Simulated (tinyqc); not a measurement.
# Undoped symmetric double-gate MOSFET, analytic potential model: what changes with what

An undoped body of thickness ts between two equal insulators and tied gates; long channel, electrons only, n = ni exp((psi - V)/Vt) with V the quasi-Fermi potential (0 at the source, Vd at the drain), constant mobility, no quantisation. Across the body psi(x) = V - 2 Vt ln[(ts/(2 beta)) sqrt(q ni/(2 eps0 eps_r Vt)) cos(2 beta x/ts)], x from the centre. Q is the electron charge per area of the whole body.

Inputs (values chosen for the exercise); material values close to those of silicon:

| symbol | value | unit | meaning |
|---|---|---|---|
| T | 300 | K | temperature |
| Eg | 1.11 | eV | band gap |
| eps_r | 11.8 |  | relative permittivity of the semiconductor |
| Nc | 2.79e19 | cm^-3 | conduction-band density of states at T |
| Nv | 2.62e19 | cm^-3 | valence-band density of states at T |
| eox | 7.7 |  | relative permittivity of the gate insulator |
| tox | 3.5 | nm | insulator thickness |
| ts | 12 | nm | body thickness |
| dphi | 0.12 | V | gate work function less that of the intrinsic body |
| mu | 780 | cm^2/(V s) | channel mobility |
| L | 1 | um | gate length |
| Vd | 0.5 | V | drain voltage |

Constants: q = 1.602176634e-19 C, kB = 1.380649e-23 J/K, Vt = kB T/q, eps0 = 8.8541878128e-14 F/cm where lengths are in cm. Results are converted to the units shown.

Each table varies one quantity; the others keep the values above.

## Effect of the insulator thickness

ni = sqrt(Nc Nv) exp(-Eg/(2 Vt)), Eg in volts; r = eps_r tox/(eox ts); V0 = dphi + 2 Vt ln[(2/ts) sqrt(2 eps0 eps_r Vt/(q ni))]. beta (between 0 and pi/2) solves (Vg - V0 - V)/(2 Vt) = ln(beta) - ln(cos beta) + 2 r beta tan(beta). Q = 8 eps0 eps_r Vt beta tan(beta)/ts; I = mu (1/L)(4 eps0 eps_r/ts)(2 Vt)^2 [g(beta_s) - g(beta_d)] per width, g = beta tan(beta) - beta^2/2 + r beta^2 tan^2(beta), with beta_s at V = 0 and beta_d at V = Vd.  I(low) is taken at Vg = 0.34 V, Qs and I(high) at Vg = 1.09 V.

The same in every row: V0 (V) = 0.5881.

Effect of the insulator thickness:

| tox (nm) | I(low) (nA/um) | Qs(high) (nC/cm^2) | I(high) (uA/um) |
|---|---|---|---|
| 1.2 | 0.2470 | 3896 | 667.2 |
| 1.7 | 0.2470 | 2875 | 507.4 |
| 2.4 | 0.2470 | 2125 | 385.5 |
| 3.5 | 0.2470 | 1523 | 284.1 |
| 5 | 0.2470 | 1109 | 212.0 |
| 7.3 | 0.2470 | 790.7 | 154.6 |
| 10 | 0.2469 | 595.6 | 118.5 |

As tox goes from 1.2 to 10 nm, I(low) stays near 0.247 nA/um and I(high) falls from 667 to 119 uA/um. On average I(low) is independent of tox and I(high) goes as tox^(-0.82). Below threshold no voltage drops over the insulator in this long-channel model, so its thickness does not matter there. In every row the surface density at the source at the higher gate voltage passes 0.3 Nc, where Boltzmann statistics fail. In every row mu V/L at the higher gate voltage, with V the smaller of Vd and Vg - V0, passes 3e6 cm/s, so velocity saturation would lower the current.

## Output curve

Q = 8 eps0 eps_r Vt beta tan(beta)/ts; I = mu (1/L)(4 eps0 eps_r/ts)(2 Vt)^2 [g(beta_s) - g(beta_d)] per width, g = beta tan(beta) - beta^2/2 + r beta^2 tan^2(beta), with beta_s at V = 0 and beta_d at V = Vd.

In this table Vg = 0.89 V.

Results:

| Vd (V) | Qd (nC/cm^2) | Qd/Qs | I (uA/um) |
|---|---|---|---|
| 0.06 | 667.8 | 0.7809 | 35.60 |
| 0.16 | 379.0 | 0.4432 | 76.19 |
| 0.22 | 227.9 | 0.2665 | 90.31 |
| 0.27 | 122.8 | 0.1436 | 97.07 |
| 0.32 | 47.36 | 0.05538 | 100.3 |
| 0.38 | 7.895 | 0.009232 | 101.4 |
| 0.43 | 1.249 | 0.001461 | 101.5 |
| 0.48 | 0.1832 | 2.142e-4 | 101.5 |

Estimate the missing row, Vd = 0.11 V.

Computed row:

| Vd (V) | Qd (nC/cm^2) | Qd/Qs | I (uA/um) |
|---|---|---|---|
| 0.11 | 518.9 | 0.6068 | 58.72 |

With this row back in the table: The current rises from 35.6 to 102 uA/um, while the charge at the drain end falls from 0.78 to 2.1e-4 of that at the source. The current first comes within 1 % of its last value at Vd = 0.38 V among the rows. Over the last rows Qd falls by a factor of e for each Vt of drain voltage: the drain end is in weak inversion. In every row the surface density at the source passes 0.3 Nc, where Boltzmann statistics fail.

## Transfer curve and volume inversion

Same model as above.

The drop is psi(surface) - psi(centre) at the source end; C = dQs/dVg, Cg = 2 eps0 eox/tox; gm = dI/dVg.

Transfer curve and volume inversion:

| Vg (V) | Qs (nC/cm^2) | drop (mV) | C/Cg | I (uA/um) | gm/I (1/V) |
|---|---|---|---|---|---|
| 0.29 | 0.001771 | 2.542e-4 | 1.758e-5 | 3.570e-5 | 38.68 |
| 0.38 | 0.05751 | 0.008256 | 5.705e-4 | 0.001160 | 38.67 |
| 0.46 | 1.249 | 0.1791 | 0.01220 | 0.02540 | 38.36 |
| 0.55 | 28.21 | 3.946 | 0.2032 | 0.6769 | 32.50 |
| 0.64 | 161.9 | 20.17 | 0.5296 | 6.672 | 18.93 |
| 0.73 | 379.0 | 40.09 | 0.6899 | 25.34 | 11.67 |
| 0.81 | 607.3 | 55.64 | 0.7686 | 55.98 | 8.461 |
| 0.9 | 887.1 | 70.23 | 0.8234 | 108.3 | 6.387 |
| 0.99 | 1182 | 82.29 | 0.8590 | 180.8 | 5.084 |

The current rises from 3.57e-5 to 181 uA/um. In the first row gm/I is 38.7 1/V, within 0.01 % of 1/Vt: with no depletion charge the whole body follows the gate, and the swing is ideal. The drop between surface and centre goes from 2.5e-4 to 82.3 mV and passes Vt at Vg = 0.73 V among the rows; below that the density varies across the body by less than a factor of e (volume inversion). C reaches 0.86 of Cg in the last row. For Vg = 0.81 to 0.99 V the surface density at the source passes 0.3 Nc, where Boltzmann statistics fail. At Vg = 0.99 V mu V/L, with V the smaller of Vd and Vg - V0, passes 3e6 cm/s, so velocity saturation would lower the current.

Numbers from tinyqc (`OMP_NUM_THREADS=1 python tinyqc.py 2440149 2440150 out.jsonl`; about 0.03 s on one thread of a shared Intel Xeon 2.30GHz).
